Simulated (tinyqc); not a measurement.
Long-channel MOSFET, surface-potential model: one step of the calculation.

n-channel transistor on a uniformly doped p-type body, gradual-channel approximation, constant mobility, Boltzmann statistics, full ionisation. Potentials are counted from the neutral body; V is the electron quasi-Fermi potential, Vsb at the source and Vsb + Vds at the drain. Charges are magnitudes per area.

Problem. Charges and current of the charge-sheet model. psi_0 and psi_L solve Vgs + Vsb - Vfb - psi = gamma sqrt(G) at V = Vsb and Vsb + Vds. Qi = Cox gamma [sqrt(G) - sqrt(psi - Vt)], G = psi - Vt + Vt exp((psi - 2 phiF - V)/Vt), at both ends. With U = Vgs + Vsb - Vfb: drift = mu (W/L) Cox [U (psi_L - psi_0) - (psi_L^2 - psi_0^2)/2 - (2/3) gamma ((psi_L - Vt)^1.5 - (psi_0 - Vt)^1.5)]; diffusion = mu (W/L) Vt (Qi0 - QiL).

Values chosen for this exercise; material values close to those of silicon: temperature T = 300 K; flat-band voltage Vfb = -0.48 V; channel mobility mu = 190 cm^2/(V s); gate width W = 2 um; gate length L = 1 um; source-body reverse bias Vsb = 0 V; gate-source voltage Vgs = 1.92 V; drain-source voltage Vds = 0.2 V.

Constants: q = 1.602176634e-19 C, kB = 1.380649e-23 J/K, Vt = kB T/q. Results are converted to the units shown.

psi_0 = 0.89569055 V
psi_L = 1.0866561 V
phiF = 0.37551856 V
Cox = 0.14439137 uF/cm^2
gamma = 0.53762639 V^0.5

Wanted: Qi0; QiL; drift current; diffusion current; drain current.

Solution.

Qi0 = 144.81 nC/cm^2
QiL = 109.68 nC/cm^2
drift current = 9.2293 uA
diffusion current = 0.34508 uA
drain current = 9.5743 uA

Drift carries 96.4 % of the current.

Program tinyqc, `OMP_NUM_THREADS=1 python tinyqc.py 2360066 2360067 out.jsonl`; Intel Xeon 2.30GHz, shared host, one thread, about 0.05 s.
